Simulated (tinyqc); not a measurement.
# Changing the enthalpy of transfer from melt to solid H

Model: solid solubility of a dopant against its melt (retrograde solidus), clustering and the electrically active fraction. Computed by tinyqc, a small Python program. Command: `OMP_NUM_THREADS=1 python tinyqc.py 3017372 3017373 out.jsonl retro sweep`. One thread of a shared host (Intel(R) Xeon(R) Processor @ 2.30GHz), about 0.02 s of CPU time with the checks.

Inputs (values chosen for the exercise, of the order of those of aluminium in silicon for the solubility):

| quantity | value | unit |
|---|---|---|
| melting point of the host T_m | 1687 | K |
| heat of melting of the host H_f | 50.2 | kJ/mol |
| interaction L of the melt | -3.5 | kJ/mol |
| entropy of transfer S | -1.67 | k_B |
| site density N0 | 5e+22 | 1/cm^3 |
| temperature T | 1190 | K |

Constants: R = 8.314462618 J/(mol K); k_B = 8.617333262e-05 eV/K; e = 1.602176634e-19 C; N_A = 6.02214076e+23 1/mol.

Method. x_l and x_s are atom fractions of the dopant in melt and solid; the solid is dilute. Liquidus of the host: R T ln(1 - x_l) + L x_l^2 = -H_f (1 - T/T_m). Distribution: k = x_s/x_l = exp[L (1 - x_l)^2/(R T)] exp(S/k_B - H/(k_B T)), the first factor being the activity coefficient in the melt. Solubility = x_s N0; at T_m x_l = 0. The largest x_s N0 between 900 K and T_m. For an ideal melt with constant heats the maximum has x_l = H_f/(H + H_f), H in the same units.

One run for each value:

| enthalpy of transfer from melt to solid H (eV) | temperature of the maximum (K) | largest solubility (1/cm^3) | k at the melting point | x_l there |
|---|---|---|---|---|
| 0.301 | 1289.7 | 3.7317e+20 | 0.018499 | 0.62313 |
| 0.396 | 1343.8 | 1.6167e+20 | 0.009624 | 0.55806 |
| 0.491 | 1384.5 | 7.2085e+19 | 0.005007 | 0.50551 |
| 0.586 | 1416.4 | 3.2818e+19 | 0.002605 | 0.46215 |
| 0.681 | 1442.2 | 1.5179e+19 | 0.001355 | 0.42573 |
| 0.775 | 1463.2 | 7.1645e+18 | 0.000710 | 0.39498 |
| 0.870 | 1481.1 | 3.3885e+18 | 0.000369 | 0.36816 |
| 0.965 | 1496.3 | 1.6160e+18 | 0.000192 | 0.34478 |

Over the rows, temperature of the maximum (K) rises from 1290 to 1500 (exponent d ln y / d ln x 0.15 between the first rows and 0.099 between the last); largest solubility (1/cm^3) falls from 3.73e20 to 1.62e18 (exponent d ln y / d ln x -3.0 between the first rows and -7.1 between the last); k at the melting point falls from 0.0185 to 1.92e-4 (exponent d ln y / d ln x -2.4 between the first rows and -6.3 between the last). The larger H, the smaller k and the nearer to T_m the maximum: fast-falling solubility peaks early.

Extremes, crossings and ranges named in words are read from the listed rows.
